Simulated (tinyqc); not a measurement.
RHF in the sto-3g basis, for Li+, spin multiplicity 1, step by step. Computed by tinyqc, a small Python program that keeps every step (integrals from PySCF). Settings: charge = 1, multiplicity = 1, basis = sto-3g, energy threshold = 1e-08, iteration cap = 55, orthogonalisation = canonical, start = Wolfsberg-Helmholz matrix, DIIS depth = 0, damping = 0.5, method = RHF. Command: `OMP_NUM_THREADS=1 python tinyqc.py 20506 20507 out.jsonl` (the two numbers bound the seeds that draw the settings). One thread of a shared host (Intel(R) Xeon(R) Processor @ 2.60GHz), about 0.04 s of CPU time with the checks. Later iterations appear only in the table of the cycle.

## One-electron integrals

Geometry (angstrom):
```
atom        x        y        z
Li    0.00000  0.00000  0.00000
```

Basis sto-3g: exponents (1/bohr^2) and contraction coefficients of normalised primitives:
```
element  l (shell)  exponent  coefficient
Li           s (1)  16.11958      0.15433
Li           s (1)   2.93620      0.53533
Li           s (1)   0.79465      0.44463
Li           s (2)   0.63629     -0.09997
Li           s (2)   0.14786      0.39951
Li           s (2)   0.04809      0.70012
Li           p (3)   0.63629      0.15592
Li           p (3)   0.14786      0.60768
Li           p (3)   0.04809      0.39196
```

Overlap, kinetic and nuclear-attraction integrals over the contracted functions; the nuclear repulsion is the sum of Za Zb / Rab.

nuclear repulsion = 0 hartree

overlap S, order 1Li 1s, 1Li 2s, 1Li 2px, 1Li 2py, 1Li 2pz:
```
[[1.00000, 0.24114, 0.00000, 0.00000, 0.00000],
 [0.24114, 1.00000, 0.00000, 0.00000, 0.00000],
 [0.00000, 0.00000, 1.00000, 0.00000, 0.00000],
 [0.00000, 0.00000, 0.00000, 1.00000, 0.00000],
 [0.00000, 0.00000, 0.00000, 0.00000, 1.00000]]
```

kinetic energy T (hartree), order 1Li 1s, 1Li 2s, 1Li 2px, 1Li 2py, 1Li 2pz:
```
[[3.57679, -0.02024, 0.00000, 0.00000, 0.00000],
 [-0.02024, 0.10216, 0.00000, 0.00000, 0.00000],
 [0.00000, 0.00000, 0.31968, 0.00000, 0.00000],
 [0.00000, 0.00000, 0.00000, 0.31968, 0.00000],
 [0.00000, 0.00000, 0.00000, 0.00000, 0.31968]]
```

nuclear attraction V (hartree), order 1Li 1s, 1Li 2s, 1Li 2px, 1Li 2py, 1Li 2pz:
```
[[-7.98288, -0.96434, 0.00000, 0.00000, 0.00000],
 [-0.96434, -1.20692, 0.00000, 0.00000, 0.00000],
 [0.00000, 0.00000, -1.19726, 0.00000, 0.00000],
 [0.00000, 0.00000, 0.00000, -1.19726, 0.00000],
 [0.00000, 0.00000, 0.00000, 0.00000, -1.19726]]
```

core Hamiltonian H = T + V (hartree), order 1Li 1s, 1Li 2s, 1Li 2px, 1Li 2py, 1Li 2pz:
```
[[-4.40609, -0.98458, 0.00000, 0.00000, 0.00000],
 [-0.98458, -1.10476, 0.00000, 0.00000, 0.00000],
 [0.00000, 0.00000, -0.87758, 0.00000, 0.00000],
 [0.00000, 0.00000, 0.00000, -0.87758, 0.00000],
 [0.00000, 0.00000, 0.00000, 0.00000, -0.87758]]
```

## Two-electron integrals

Functions are numbered as in S; the eight-fold symmetry (ij|kl) = (ji|kl) = (kl|ij) leaves the list below.

Two-electron integrals (ij|kl) in chemists' order, unique and non-zero (hartree):
```
(11|11) 1.68040   (21|11) 0.26542   (21|21) 0.04994   (22|11) 0.39773
(22|21) 0.09286   (22|22) 0.29056   (31|31) 0.00898   (32|31) 0.01379
(32|32) 0.06418   (33|11) 0.39664   (33|21) 0.09288   (33|22) 0.29050
(33|33) 0.31295   (41|41) 0.00898   (42|41) 0.01379   (42|42) 0.06418
(43|43) 0.01687   (44|11) 0.39664   (44|21) 0.09288   (44|22) 0.29050
(44|33) 0.27921   (44|44) 0.31295   (51|51) 0.00898   (52|51) 0.01379
(52|52) 0.06418   (53|53) 0.01687   (54|54) 0.01687   (55|11) 0.39664
(55|21) 0.09288   (55|22) 0.29050   (55|33) 0.27921   (55|44) 0.27921
(55|55) 0.31295
```

## Orthogonalisation

S = U s U^T; canonical form X = U s^(-1/2), so that X^T S X = 1. Each column of U has its largest component positive (the first on a tie).

eigenvalues of S: [0.75886, 1.00000, 1.00000, 1.00000, 1.24114]

X, order 1Li 1s, 1Li 2s, 1Li 2px, 1Li 2py, 1Li 2pz:
```
[[0.81171, 0.00000, 0.00000, 0.00000, 0.63471],
 [-0.81171, 0.00000, 0.00000, 0.00000, 0.63471],
 [0.00000, 1.00000, 0.00000, 0.00000, 0.00000],
 [0.00000, 0.00000, 1.00000, 0.00000, 0.00000],
 [0.00000, 0.00000, 0.00000, 1.00000, 0.00000]]
```

Within a degenerate level the vectors are fixed only up to a rotation; this is one choice.

## Starting guess

The start is the generalised Wolfsberg-Helmholz matrix (K = 1.75) built on H; D = 2 C_occ C_occ^T.

D at the start, order 1Li 1s, 1Li 2s, 1Li 2px, 1Li 2py, 1Li 2pz:
```
[[1.96959, 0.05935, 0.00000, 0.00000, 0.00000],
 [0.05935, 0.00179, 0.00000, 0.00000, 0.00000],
 [0.00000, 0.00000, 0.00000, 0.00000, 0.00000],
 [0.00000, 0.00000, 0.00000, 0.00000, 0.00000],
 [0.00000, 0.00000, 0.00000, 0.00000, 0.00000]]
```

## Iteration 1: building the Fock matrix

J_ij = sum D_kl (ij|kl), K_ij = sum D_kl (ik|jl); F = H + J - 0.5 K; E = tr D H + tr D J / 2 - 0.25 tr D K + E_nn.

Coulomb J (hartree), order 1Li 1s, 1Li 2s, 1Li 2px, 1Li 2py, 1Li 2pz:
```
[[3.34190, 0.52886, 0.00000, 0.00000, 0.00000],
 [0.52886, 0.79490, 0.00000, 0.00000, 0.00000],
 [0.00000, 0.00000, 0.79276, 0.00000, 0.00000],
 [0.00000, 0.00000, 0.00000, 0.79276, 0.00000],
 [0.00000, 0.00000, 0.00000, 0.00000, 0.79276]]
```

exchange K (hartree), order 1Li 1s, 1Li 2s, 1Li 2px, 1Li 2py, 1Li 2pz:
```
[[3.34128, 0.54950, 0.00000, 0.00000, 0.00000],
 [0.54950, 0.10991, 0.00000, 0.00000, 0.00000],
 [0.00000, 0.00000, 0.01944, 0.00000, 0.00000],
 [0.00000, 0.00000, 0.00000, 0.01944, 0.00000],
 [0.00000, 0.00000, 0.00000, 0.00000, 0.01944]]
```

Fock matrix F (hartree), order 1Li 1s, 1Li 2s, 1Li 2px, 1Li 2py, 1Li 2pz:
```
[[-2.73483, -0.73047, 0.00000, 0.00000, 0.00000],
 [-0.73047, -0.36481, 0.00000, 0.00000, 0.00000],
 [0.00000, 0.00000, -0.09454, 0.00000, 0.00000],
 [0.00000, 0.00000, 0.00000, -0.09454, 0.00000],
 [0.00000, 0.00000, 0.00000, 0.00000, -0.09454]]
```

total energy of this density = -7.1354467 hartree

This density is the starting one.

## Iteration 1: diagonalisation and new density

Diagonalise F' = X^T F X, C = X C', fill 1 alpha and 1 beta electrons from the bottom; D = 2 C_occ C_occ^T; the new density keeps 0.5 of the old one (damping). Each column has its largest component positive (the first on a tie).

F' = X^T F X (hartree):
```
[[-1.07971, 0.00000, 0.00000, 0.00000, -1.22104],
 [0.00000, -0.09454, 0.00000, 0.00000, 0.00000],
 [0.00000, 0.00000, -0.09454, 0.00000, 0.00000],
 [0.00000, 0.00000, 0.00000, -0.09454, 0.00000],
 [-1.22104, 0.00000, 0.00000, 0.00000, -1.83726]]
```

orbital energies (hartree): [-2.73693, -0.18004, -0.09454, -0.09454, -0.09454]

coefficients C, order 1Li 1s, 1Li 2s, 1Li 2px, 1Li 2py, 1Li 2pz:
```
[[0.99248, -0.27699, 0.00000, 0.00000, 0.00000],
 [0.02949, 1.02998, 0.00000, 0.00000, 0.00000],
 [0.00000, 0.00000, 0.00000, 0.00000, 1.00000],
 [0.00000, 0.00000, 1.00000, 0.00000, 0.00000],
 [0.00000, 0.00000, 0.00000, 1.00000, 0.00000]]
```

D after iteration 1, order 1Li 1s, 1Li 2s, 1Li 2px, 1Li 2py, 1Li 2pz:
```
[[1.96981, 0.05895, 0.00000, 0.00000, 0.00000],
 [0.05895, 0.00176, 0.00000, 0.00000, 0.00000],
 [0.00000, 0.00000, 0.00000, 0.00000, 0.00000],
 [0.00000, 0.00000, 0.00000, 0.00000, 0.00000],
 [0.00000, 0.00000, 0.00000, 0.00000, 0.00000]]
```

Within a degenerate level the vectors are fixed only up to a rotation; this is one choice.

## Iteration 2: building the Fock matrix

As before.

Coulomb J (hartree), order 1Li 1s, 1Li 2s, 1Li 2px, 1Li 2py, 1Li 2pz:
```
[[3.34205, 0.52888, 0.00000, 0.00000, 0.00000],
 [0.52888, 0.79491, 0.00000, 0.00000, 0.00000],
 [0.00000, 0.00000, 0.79277, 0.00000, 0.00000],
 [0.00000, 0.00000, 0.00000, 0.79277, 0.00000],
 [0.00000, 0.00000, 0.00000, 0.00000, 0.79277]]
```

exchange K (hartree), order 1Li 1s, 1Li 2s, 1Li 2px, 1Li 2py, 1Li 2pz:
```
[[3.34143, 0.54938, 0.00000, 0.00000, 0.00000],
 [0.54938, 0.10984, 0.00000, 0.00000, 0.00000],
 [0.00000, 0.00000, 0.01943, 0.00000, 0.00000],
 [0.00000, 0.00000, 0.00000, 0.01943, 0.00000],
 [0.00000, 0.00000, 0.00000, 0.00000, 0.01943]]
```

Fock matrix F (hartree), order 1Li 1s, 1Li 2s, 1Li 2px, 1Li 2py, 1Li 2pz:
```
[[-2.73476, -0.73039, 0.00000, 0.00000, 0.00000],
 [-0.73039, -0.36477, 0.00000, 0.00000, 0.00000],
 [0.00000, 0.00000, -0.09453, 0.00000, 0.00000],
 [0.00000, 0.00000, 0.00000, -0.09453, 0.00000],
 [0.00000, 0.00000, 0.00000, 0.00000, -0.09453]]
```

total energy of this density = -7.1354471 hartree

This density is a damped mixture and is not idempotent.

## Iteration 2: diagonalisation and new density

As before.

F' = X^T F X (hartree):
```
[[-1.07974, 0.00000, 0.00000, 0.00000, -1.22103],
 [0.00000, -0.09453, 0.00000, 0.00000, 0.00000],
 [0.00000, 0.00000, -0.09453, 0.00000, 0.00000],
 [0.00000, 0.00000, 0.00000, -0.09453, 0.00000],
 [-1.22103, 0.00000, 0.00000, 0.00000, -1.83715]]
```

orbital energies (hartree): [-2.73686, -0.18004, -0.09453, -0.09453, -0.09453]

coefficients C, order 1Li 1s, 1Li 2s, 1Li 2px, 1Li 2py, 1Li 2pz:
```
[[0.99248, -0.27697, 0.00000, 0.00000, 0.00000],
 [0.02947, 1.02998, 0.00000, 0.00000, 0.00000],
 [0.00000, 0.00000, -0.07072, 0.03445, 0.99690],
 [0.00000, 0.00000, 0.89620, -0.43661, 0.07866],
 [0.00000, 0.00000, 0.43797, 0.89899, 0.00000]]
```

D after iteration 2, order 1Li 1s, 1Li 2s, 1Li 2px, 1Li 2py, 1Li 2pz:
```
[[1.96993, 0.05872, 0.00000, 0.00000, 0.00000],
 [0.05872, 0.00175, 0.00000, 0.00000, 0.00000],
 [0.00000, 0.00000, 0.00000, 0.00000, 0.00000],
 [0.00000, 0.00000, 0.00000, 0.00000, 0.00000],
 [0.00000, 0.00000, 0.00000, 0.00000, 0.00000]]
```

Within a degenerate level the vectors are fixed only up to a rotation; this is one choice.

## Iteration 3: building the Fock matrix

As before.

Coulomb J (hartree), order 1Li 1s, 1Li 2s, 1Li 2px, 1Li 2py, 1Li 2pz:
```
[[3.34213, 0.52889, 0.00000, 0.00000, 0.00000],
 [0.52889, 0.79491, 0.00000, 0.00000, 0.00000],
 [0.00000, 0.00000, 0.79277, 0.00000, 0.00000],
 [0.00000, 0.00000, 0.00000, 0.79277, 0.00000],
 [0.00000, 0.00000, 0.00000, 0.00000, 0.79277]]
```

exchange K (hartree), order 1Li 1s, 1Li 2s, 1Li 2px, 1Li 2py, 1Li 2pz:
```
[[3.34152, 0.54931, 0.00000, 0.00000, 0.00000],
 [0.54931, 0.10980, 0.00000, 0.00000, 0.00000],
 [0.00000, 0.00000, 0.01942, 0.00000, 0.00000],
 [0.00000, 0.00000, 0.00000, 0.01942, 0.00000],
 [0.00000, 0.00000, 0.00000, 0.00000, 0.01942]]
```

Fock matrix F (hartree), order 1Li 1s, 1Li 2s, 1Li 2px, 1Li 2py, 1Li 2pz:
```
[[-2.73473, -0.73035, 0.00000, 0.00000, 0.00000],
 [-0.73035, -0.36475, 0.00000, 0.00000, 0.00000],
 [0.00000, 0.00000, -0.09452, 0.00000, 0.00000],
 [0.00000, 0.00000, 0.00000, -0.09452, 0.00000],
 [0.00000, 0.00000, 0.00000, 0.00000, -0.09452]]
```

total energy of this density = -7.1354474 hartree

This density is a damped mixture and is not idempotent.

## Iteration 3: diagonalisation and new density

As before.

F' = X^T F X (hartree):
```
[[-1.07976, 0.00000, 0.00000, 0.00000, -1.22102],
 [0.00000, -0.09452, 0.00000, 0.00000, 0.00000],
 [0.00000, 0.00000, -0.09452, 0.00000, 0.00000],
 [0.00000, 0.00000, 0.00000, -0.09452, 0.00000],
 [-1.22102, 0.00000, 0.00000, 0.00000, -1.83710]]
```

orbital energies (hartree): [-2.73682, -0.18004, -0.09452, -0.09452, -0.09452]

coefficients C, order 1Li 1s, 1Li 2s, 1Li 2px, 1Li 2py, 1Li 2pz:
```
[[0.99249, -0.27695, 0.00000, 0.00000, 0.00000],
 [0.02946, 1.02998, 0.00000, 0.00000, 0.00000],
 [0.00000, 0.00000, 1.00000, 0.00000, 0.00000],
 [0.00000, 0.00000, 0.00000, 0.00000, 1.00000],
 [0.00000, 0.00000, 0.00000, 1.00000, 0.00000]]
```

D after iteration 3, order 1Li 1s, 1Li 2s, 1Li 2px, 1Li 2py, 1Li 2pz:
```
[[1.97000, 0.05860, 0.00000, 0.00000, 0.00000],
 [0.05860, 0.00174, 0.00000, 0.00000, 0.00000],
 [0.00000, 0.00000, 0.00000, 0.00000, 0.00000],
 [0.00000, 0.00000, 0.00000, 0.00000, 0.00000],
 [0.00000, 0.00000, 0.00000, 0.00000, 0.00000]]
```

Within a degenerate level the vectors are fixed only up to a rotation; this is one choice.

## Iteration 9 (converged): orbitals

converged F (hartree), order 1Li 1s, 1Li 2s, 1Li 2px, 1Li 2py, 1Li 2pz:
```
[[-2.73468, -0.73029, 0.00000, 0.00000, 0.00000],
 [-0.73029, -0.36472, 0.00000, 0.00000, 0.00000],
 [0.00000, 0.00000, -0.09452, 0.00000, 0.00000],
 [0.00000, 0.00000, 0.00000, -0.09452, 0.00000],
 [0.00000, 0.00000, 0.00000, 0.00000, -0.09452]]
```

Diagonalise F' = X^T F X, C = X C', fill 1 alpha and 1 beta electrons from the bottom; D = 2 C_occ C_occ^T. Each column has its largest component positive (the first on a tie).

F' = X^T F X (hartree):
```
[[-1.07978, 0.00000, 0.00000, 0.00000, -1.22101],
 [0.00000, -0.09452, 0.00000, 0.00000, 0.00000],
 [0.00000, 0.00000, -0.09452, 0.00000, 0.00000],
 [0.00000, 0.00000, 0.00000, -0.09452, 0.00000],
 [-1.22101, 0.00000, 0.00000, 0.00000, -1.83702]]
```

orbital energies (hartree): [-2.73677, -0.18004, -0.09452, -0.09452, -0.09452]

coefficients C, order 1Li 1s, 1Li 2s, 1Li 2px, 1Li 2py, 1Li 2pz:
```
[[0.99249, -0.27694, 0.00000, 0.00000, 0.00000],
 [0.02944, 1.02999, 0.00000, 0.00000, 0.00000],
 [0.00000, 0.00000, 0.00000, 0.00000, 1.00000],
 [0.00000, 0.00000, 0.00000, 1.00000, 0.00000],
 [0.00000, 0.00000, 1.00000, 0.00000, 0.00000]]
```

D after iteration 9, order 1Li 1s, 1Li 2s, 1Li 2px, 1Li 2py, 1Li 2pz:
```
[[1.97008, 0.05844, 0.00000, 0.00000, 0.00000],
 [0.05844, 0.00173, 0.00000, 0.00000, 0.00000],
 [0.00000, 0.00000, 0.00000, 0.00000, 0.00000],
 [0.00000, 0.00000, 0.00000, 0.00000, 0.00000],
 [0.00000, 0.00000, 0.00000, 0.00000, 0.00000]]
```

Within a degenerate level the vectors are fixed only up to a rotation; this is one choice.

## Convergence

Stop when the energy changes by less than 1e-08 hartree and every element of the error matrix X^T (F D S - S D F) X is below 3e-05.

Course of the cycle:
```
iteration  E (hartree)     change  largest element of the error matrix
1           -7.1354467          -                             2.02e-03
2           -7.1354471  -4.23e-07                             1.13e-03
3           -7.1354474  -2.33e-07                             6.35e-04
4           -7.1354475  -1.23e-07                             3.56e-04
5           -7.1354476  -6.36e-08                             2.00e-04
6           -7.1354476  -3.25e-08                             1.12e-04
7           -7.1354476  -1.64e-08                             6.27e-05
8           -7.1354476  -8.28e-09                             3.52e-05
9           -7.1354476  -4.16e-09                             1.97e-05
```

PySCF RHF in the same basis = -7.1354476 hartree

Converged in 9 iterations.

## Populations

Mulliken: Z minus the diagonal of D S on the atom; Loewdin: the same with S^(1/2) D S^(1/2).

Charges (e):
```
atom  Mulliken  Loewdin
1Li    1.00000  1.00000
```
